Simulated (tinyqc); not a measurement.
Six-transistor SRAM cell, nodal equations and margins: one step of the calculation.

Two cross-coupled inverters (pull-down bn, pull-up bp) hold the nodes Q and QB; access transistors (ba, threshold VTn, gate on the word line at Vdd when selected) join them to the bit lines. Transistor (EKV form, voltages against the body): I = 2 n b Vt^2 [F(vp - Vs) - F(vp - Vd)] from drain to source, F(v) = ln^2(1 + exp(v/(2 Vt))), vp = (Vg - VT + sg |Vd - Vs|)/n. n-channel bodies are at 0; for the p-channel device all voltages are counted down from Vdd. b in uA/V^2 gives I in uA. For an access transistor the bit line is the drain and the node the source. In a read both bit lines are at Vdd. The cell is symmetric (no mismatch).

Problem. Node voltages in a read by Newton steps. F1 = In(gate QB, drain Q) - Ip(gate QB, drain Q) - Ia(bit line, Q), F2 the same with Q and QB exchanged; J by central differences with +/- 1e-6 V; solve J d = -F, limit each component to +/- 0.15 V and add.

Values chosen for this exercise:

| symbol | value | unit | meaning |
|---|---|---|---|
| T | 293 | K | temperature |
| Vdd | 1 | V | supply voltage |
| n | 1.41 |  | slope factor |
| sg | 0.027 |  | drain-induced barrier lowering |
| VTn | 0.27 | V | n-channel threshold |
| VTp | 0.43 | V | p-channel threshold (magnitude) |
| bn | 610 | uA/V^2 | gain factor of the pull-down transistor |
| ba | 510 | uA/V^2 | gain factor of the access transistor |
| bp | 170 | uA/V^2 | gain factor of the pull-up transistor |

Constants: q = 1.602176634e-19 C, kB = 1.380649e-23 J/K, Vt = kB T/q. Results are converted to the units shown.

(Q, QB) at the start (V): Q 0.0000000, QB 1.0000000

Wanted: F1, F2; J; (Q, QB) after iteration 1.

Solution.

F1, F2 (uA): [-103.6, 0.0]

J (uS):
```
        Q    QB
F1  838.7   0.0
F2    0.0  96.9
```

(Q, QB) after iteration 1 (V): Q 0.1236, QB 0.9999

Numbers from tinyqc (`OMP_NUM_THREADS=1 python tinyqc.py 2340072 2340073 out.jsonl`; about 0.1 s on one thread of a shared Intel Xeon 2.30GHz).
